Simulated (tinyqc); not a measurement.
# Pressure-driven transition between two phases with analytic equations of state, step by step

A worked calculation. Computed by tinyqc, a small Python program that keeps every step. Command: `OMP_NUM_THREADS=1 python tinyqc.py 3019521 3019522 out.jsonl transition walk`. One thread of a shared host (Intel(R) Xeon(R) Processor @ 2.30GHz), about 0.03 s of CPU time with the checks. Intermediate numbers are printed to about 6 digits and carried at full precision; extremes and crossings named in words are read from the listed rows.

Each phase obeys E = E0 + (9 B0 V0/h^2) {1 + [h (1 - x) - 1] exp(h (1 - x))}, P = 3 B0 (1 - x) x^-2 exp(h (1 - x)), x = (V/V0)^(1/3), h = (3/2)(B' - 1); E0 = 0 for phase 1 and Delta E0 for phase 2. H = E + P V.

Inputs (values chosen for the exercise, for two model phases):

| quantity | value | unit |
|---|---|---|
| volume V0 of phase 1 | 30.7 | angstrom^3/atom |
| B0 of phase 1 | 44 | GPa |
| B' of phase 1 | 4.96 | - |
| volume V0 of phase 2 | 26.8 | angstrom^3/atom |
| B0 of phase 2 | 40.1 | GPa |
| B' of phase 2 | 5.11 | - |
| energy of phase 2 above phase 1, Delta E0 | 0.023 | eV/atom |
| entropy of phase 2 less phase 1, Delta S | -0.45 | k_B/atom |
| temperature T | 600 | K |

Equation of state: Vinet.

Constants: 1 eV/angstrom^3 = 160.2176634 GPa; k_B = 8.617333262e-05 eV/K.

## First estimate from rigid phases

If neither phase were compressed, P = Delta E0/(V0 of phase 1 - V0 of phase 2).

rigid estimate = 0.944873 GPa

## One Newton step

At the estimate, solve P(V) = P for each phase, form H, and step P(new) = P - (H_2 - H_1)/(V_2 - V_1), since dH/dP = V.

V_1 = 30.0796 angstrom^3

H_1 = 0.179185 eV

V_2 = 26.2099 angstrom^3

H_2 = 0.179272 eV

next pressure = 0.948488 GPa

## Transition pressure at zero temperature

Start from P = Delta E0/(V0 of phase 1 - V0 of phase 2); at each P solve P(V) = P for both phases and step P(new) = P - (H_2 - H_1)/(V_2 - V_1); stop when |H_2 - H_1| < 1e-10 eV. At the zero-temperature transition the volume change is V_2/V_1 - 1 and the work is P (V_1 - V_2).

Iterations:

| step | P (GPa) | V_1 (angstrom^3) | V_2 (angstrom^3) | H_2 - H_1 (meV) |
|---|---|---|---|---|
| 0 | 0.944873 | 30.0796 | 26.2099 | 8.73031e-02 |
| 1 | 0.948488 | 30.0773 | 26.2078 | 1.39780e-06 |
| 2 | 0.948488 | 30.0773 | 26.2078 | 0 |

transition pressure = 0.948488 GPa

V_1 at the transition = 30.0773 angstrom^3

V_2 at the transition = 26.2078 angstrom^3

volume change = -12.8652 %

work P (V_1 - V_2) = 0.0229075 eV/atom

The rigid estimate is low by 0.4 %: phase 1 shrinks faster than phase 2, so the volume gain narrows under pressure.

## Enthalpies against pressure

For each P solve P(V) = P in both phases.

Both phases:

| P (GPa) | V_1 (angstrom^3) | V_2 (angstrom^3) | H_2 - H_1 (meV/atom) | stable |
|---|---|---|---|---|
| 0.00 | 30.7000 | 26.8000 | 23.0000 | phase 1 |
| 0.24 | 30.5352 | 26.6425 | 17.1633 | phase 1 |
| 0.47 | 30.3821 | 26.4966 | 11.5803 | phase 1 |
| 0.71 | 30.2270 | 26.3494 | 5.7659 | phase 1 |
| 0.87 | 30.1261 | 26.2539 | 1.8963 | phase 1 |
| 1.00 | 30.0456 | 26.1778 | -1.2438 | phase 2 |
| 1.20 | 29.9240 | 26.0633 | -6.0676 | phase 2 |
| 1.50 | 29.7469 | 25.8968 | -13.2868 | phase 2 |

H_2 - H_1 changes with slope V_2 - V_1, from -3.900 to -3.850 angstrom^3 per atom over the table, and passes zero at 0.95 GPa. An error of 10 meV per atom in Delta E0 moves the transition by about 0.41 GPa.

## Shift with temperature

At T the condition is H_2 - H_1 - T Delta S = 0, with Delta S constant and thermal expansion left out; the Clausius-Clapeyron slope is dP/dT = Delta S/(V_2 - V_1) at the zero-temperature point.

Clapeyron slope = 1.60561 MPa/K

transition pressure at T = 1.91611 GPa

linear estimate at T = 1.91185 GPa

The dense phase has the lower entropy, so heating raises the transition pressure. Caution: a constant Delta S holds only at high temperature; it vanishes as T goes to 0, so the shift counted from T = 0 is somewhat too large.

Checks made by the program: slope of the common tangent, -(E_2 - E_1)/(V_2 - V_1) (relative difference below 1e-10).
